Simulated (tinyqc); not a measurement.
# One-dimensional ballistic tunnel FET, two-band WKB: transfer curve and swing

A p-type source for x < 0 with its Fermi level at 0 and its valence edge at ds; in the channel the bands fall as D exp(-x/lam) towards their flat values, with the conduction edge at Ec = ds - dP and D = dP + Eg. The gate moves dP one to one. The drain Fermi level lies at -Vd and the drain side reflects nothing. For w = E - Ec between 0 and dP an electron crosses the gap. Two-band dispersion with equal masses m: inside the gap kappa = sqrt(m u (1 - u/Eg)/C), u the distance from a band edge, C = hbar^2/(2 m0).

S(w) = 2 lam int_0^Eg kappa(u) du/(w + Eg - u) = 2 pi lam sqrt(m/(C Eg)) [w + Eg/2 - sqrt(w (w + Eg))], T(w) = exp(-S). I = g (2 q^2/h) int_0^dP T(w) [f(E) - f(E + Vd)] dw, E = ds - dP + w, f(x) = 1/(1 + exp(x/Vt)). Swing = d(dP)/d(log10 I).

Parameters, values chosen for the exercise; band and dielectric values close to those of germanium: temperature T = 300 K; band gap Eg = 0.655 eV; band-edge mass of the two-band model m = 0.049 m0; screening length of the source junction lam = 3.9 nm; source valence edge above the source Fermi level ds = 0.14 eV; drain bias Vd = 0.5 V; number of degenerate subbands (spin apart) g = 2.

Constants: q = 1.602176634e-19 C, kB = 1.380649e-23 J/K, hbar = 1.054571817e-34 J s, h = 6.62607015e-34 J s, m0 = 9.1093837015e-31 kg, Vt = kB T/q, hbar^2/(2 m0) = 0.0380998212 eV nm^2. Results are converted to the units shown.

Transfer curve and swing:
```
dP (eV)	T(w = dP)	I (uA)	swing (mV/decade)
0.0096	1.459e-4	5.944e-7	11.13
0.015	2.441e-4	1.520e-6	15.49
0.023	4.319e-4	4.181e-6	21.06
0.035	8.160e-4	1.289e-5	28.15
0.055	0.001749	5.232e-5	37.65
0.085	0.003878	2.610e-4	48.11
0.13	0.008738	0.001787	59.84
0.2	0.01997	0.01745	85.91
0.31	0.04463	0.1599	153.1
0.48	0.09229	1.022	287.7
```

I rises from 5.94e-7 to 1.02 uA and the swing rises from 11.1 to 288 mV/decade. The thermionic limit is Vt ln 10 = 59.5 mV/decade; the swing stays under it up to dP = 0.085 eV among the rows, where I is 2.61e-4 uA, 0.026 % of the last row. Leakage below the onset is not in the model.

Range of the model: The two-band model describes a direct gap; phonon-assisted tunnelling across an indirect gap is left out.

Computed by the program tinyqc: `OMP_NUM_THREADS=1 python tinyqc.py 2620024 2620025 out.jsonl`, one thread of a shared Intel Xeon 2.30GHz, about 0.01 s for the whole run.
